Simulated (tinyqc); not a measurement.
Optical transitions of a finite quantum well, step by step. Values are carried at full precision from step to step, so a last printed digit may differ when a step is redone from the rounded ones.

Each carrier sees a square well of width L with its own depth V and masses m (inside), mb (outside); c = hbar^2/2m0, k = sqrt(m E/c), kappa = sqrt(mb (V - E)/c), and level n solves k L + 2 atan[(k/m)/(kappa/mb)] = n pi. The envelope is cos(kz) for odd n and sin(kz) for even n inside, joins exp(-kappa (|z| - L/2)) outside, and is normalised to 1. Excitons and band mixing are left out.

Constants: hbar^2/2m0 = 3.80998211 eV angstrom^2; hc = 1239.841984 eV nm; fine-structure constant alpha = 0.007297352564.

Parameters, chosen for this exercise (near those of an InGaAs well in InP; the results hold for these values, not for the real material):
```
symbol  value   unit         meaning
L       129     angstrom     well width
Eg      0.814   eV           gap of the well
Vc      0.248   eV           conduction offset
Vv      0.348   eV           valence offset
me      0.0403  m0           electron, well
meb     0.0835  m0           electron, barrier
mh      0.365   m0           heavy hole along z, well
mhb     0.512   m0           heavy hole, barrier
ml      0.0524  m0           light hole along z, well
mlb     0.1259  m0           light hole, barrier
Ns      0.48    x 1e12/cm^2  electrons in e1
n_r     3.39                 refractive index
G       5       meV          half width of the line
```

## Confinement energies

Up to three levels for each carrier.

Levels:
```
level  E (eV)  k (1/angstrom)  kappa (1/angstrom)
e1     0.0275         0.01706             0.06951
e2     0.1123         0.03447             0.05453
e3     0.2412         0.05051             0.01222
hh1    0.0051         0.02213             0.21466
hh2    0.0204         0.04425             0.20981
hh3    0.0460         0.06635             0.20147
lh1    0.0240         0.01817             0.10347
lh2    0.0982         0.03675             0.09085
lh3    0.2249         0.05561             0.06379
```

## Interband transitions

From e1 and e2 to each hole level: E = Eg + E_e + E_h, wavelength hc/E, squared overlap of the envelopes, and the strength |<S|p|v>|^2 in units of P^2 at the subband edge: overlap^2 times 1/2 (hh) or 1/6 (lh) for light polarised in the plane (TE), times 0 (hh) or 2/3 (lh) along z (TM).

Transitions:
```
pair    E (eV)  wavelength (nm)  overlap^2      TE      TM
e1-hh1  0.8466           1464.5     0.9528  0.4764  0.0000
e1-hh2  0.8620           1438.4     0.0000  0.0000  0.0000
e1-lh1  0.8655           1432.5     0.9957  0.1659  0.6638
e1-hh3  0.8875           1397.1     0.0207  0.0103  0.0000
e2-hh1  0.9314           1331.1     0.0000  0.0000  0.0000
e1-lh2  0.9397           1319.4     0.0000  0.0000  0.0000
e2-hh2  0.9467           1309.6     0.8531  0.4265  0.0000
e2-lh1  0.9503           1304.7     0.0000  0.0000  0.0000
e2-hh3  0.9723           1275.2     0.0000  0.0000  0.0000
e2-lh2  1.0245           1210.2     0.9800  0.1633  0.6534
e1-lh3  1.0664           1162.7     0.0022  0.0004  0.0015
e2-lh3  1.1512           1077.0     0.0000  0.0000  0.0000
```

The edge is e1-hh1 at 1464 nm. Pairs of opposite parity vanish exactly; e1-hh3 is allowed by parity and reaches 0.0207, only because the two envelopes leak differently into the barriers.

## Intersubband transitions from e1

z_1j = <1|z|j>; 1/m1 = <1|1/m|1>; f_1j = (m1/c)(E_j - E_1) z_1j^2, which sums to 1 over all bound and continuum states.

Transitions:
```
pair  E (meV)  wavelength (micrometre)  |z| (angstrom)       f
1-2      84.8                    14.62           32.60  0.9693
1-3     213.7                     5.80            0.00  0.0000
```

m1 = 0.0410 m0
sum of f over bound states = 0.9693

The continuum carries the remaining 0.0307. With hard walls z_12 = 16 L/(9 pi^2) = 23.24 angstrom and f_12 = 256/(27 pi^2) = 0.9607.

## Absorption of one well

For light polarised along z (a real waveguide or Brewster geometry adds an angle factor), with all electrons in e1 and none in e2, the peak fractional absorption is 4 pi alpha Ns c f_12/(n_r m1 G) and the area under the Lorentzian line is pi G times that, c = hbar^2/2m0; 1e12/cm^2 = 1e-4/angstrom^2. EF - E1 = 2 pi c Ns/m1 at zero temperature.

peak absorption = 2.340 %
area = 36.75 % meV
EF - E1 = 28.0 meV

EF lies below e2, as assumed.

## Checks

- Sum of f over all levels of a difference grid (60 cells across the well) against 1: 0.998 against 1.000.
- The strength f_12 on that grid against the matched envelopes: both 0.969.

Run: tinyqc, `OMP_NUM_THREADS=1 python tinyqc.py 1252603 1252604 out.jsonl`; Intel(R) Xeon(R) Processor @ 2.30GHz, one thread, shared host; about 0.05 s of CPU time with all checks.
